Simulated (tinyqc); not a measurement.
Raising U: Hubbard chain of 4 sites, mean field against exact. Computed by the program tinyqc. Collinear unrestricted mean field (the lowest of 40 random starts) against exact diagonalisation.

one-body matrix (hopping and site energies) (eV):
```
         1        2        3        4
1   0.5900  -1.2500   0.0000   0.0000
2  -1.2500   0.2400  -1.2500   0.0000
3   0.0000  -1.2500  -0.5800  -1.2500
4   0.0000   0.0000  -1.2500   0.5200
```

electrons, up and down: 2  2

Exact and mean-field results (eV):
```
U            U/t    E exact  E mean field  mean |n_up - n_down|  double occupancy, exact  first gap in the sector
0.6200    0.4960  -4.397258     -4.368432                0.0000                   0.2364                   1.3906
1.2500    1.0000  -3.835928     -3.716988                0.0000                   0.2093                   1.2391
2.5000    2.0000  -2.915820     -2.458040                0.3491                   0.1599                   1.0001
3.7500    3.0000  -2.222671     -1.592203                0.6789                   0.1190                   0.8201
5.0000    4.0000  -1.708680     -1.056265                0.8115                   0.0882                   0.6837
7.5000    6.0000  -1.036087     -0.468542                0.9155                   0.0507                   0.5011
15.0000  12.0000  -0.192740      0.146146                0.9790                   0.0153                   0.2679
25.0000  20.0000   0.183615      0.395233                0.9925                   0.0058                   0.1633
```

Estimate the missing row, U = 10.0.

Computed row:
```
U           U/t    E exact  E mean field  mean |n_up - n_down|  double occupancy, exact  first gap in the sector
10.0000  8.0000  -0.634432     -0.163207                0.9526                   0.0317                   0.3904
```

In absolute terms mean field is worst at U/t = 4.0, 0.652 eV too high: at small U it is nearly exact, and at large U it misses only exchange-scale energies. Its local moments set in at U/t = 2.0 of those listed, a broken symmetry that the exact state of a finite cluster with equal spins does not have. Relative to the exact energy its error is 0.7 % at the smallest U, 176 % at most and 115 % at the largest. The double occupancy falls from 0.236 to 0.006.
